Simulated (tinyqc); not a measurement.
Square on-chip spiral inductor, lumped pi model: one step of the calculation.

Outer diameter do = di + 2 n wd + 2 (n - 1) sp, mean da = (do + di)/2, fill p = (do - di)/(do + di), length l = 4 n da. L = 2.34 mu0 n^2 da/(1 + 2.75 p), mu0 = 4 pi 1e-7 H/m. Rs = rho l/(wd delta (1 - exp(-th/delta))), delta = sqrt(rho/(pi f mu0)). Cs = n wd^2 eps0 eo/hu across the coil. At each end Cox = l wd eps0 eo/(2 ho) leads to the substrate branch Rsi = 2 rs he/(l wd) in parallel with Csi = l wd eps0 11.7/(2 he). With one end grounded Y = 1/(Rs + i w L) + i w Cs + 1/[1/(i w Cox) + 1/(1/Rsi + i w Csi)], w = 2 pi f; Q = -Im Y/Re Y. Eddy currents in neighbouring turns and in the substrate are left out.

Question. Admittance, quality factor and apparent inductance. Series branch 1/(Rs + i w L), substrate branch, total Y, Q = -Im Y/Re Y, apparent inductance Im(1/Y)/w, metal-only value w L/Rs, share of the loss in the substrate Re(substrate branch)/Re Y.

Inputs (values chosen for the exercise):
```
symbol,value,unit,meaning
f,5,GHz,frequency
```

L = 8.2834025 nH
Rs = 10.270521 ohm
Cs = 11.510444 fF
Cox = 179.56293 fF
Rsi = 39447.732 ohm
Csi = 26.261078 fF

Find: series branch; substrate branch; Y; Q; apparent inductance; w L/Rs; share of the loss in the substrate.

Answer.

series branch = 0.151-3.837i mS
substrate branch = 0.0193+0.7198i mS
Y = 0.171-2.755i mS
Q = 16.14
apparent inductance = 11.51 nH
w L/Rs = 25.34
share of the loss in the substrate = 11.30 %

Q is 63.7 % of the metal-only value.

Computed by the program tinyqc: `OMP_NUM_THREADS=1 python tinyqc.py 2302234 2302235 out.jsonl`, one thread of a shared Intel Xeon 2.30GHz, about 0.01 s for the whole run.
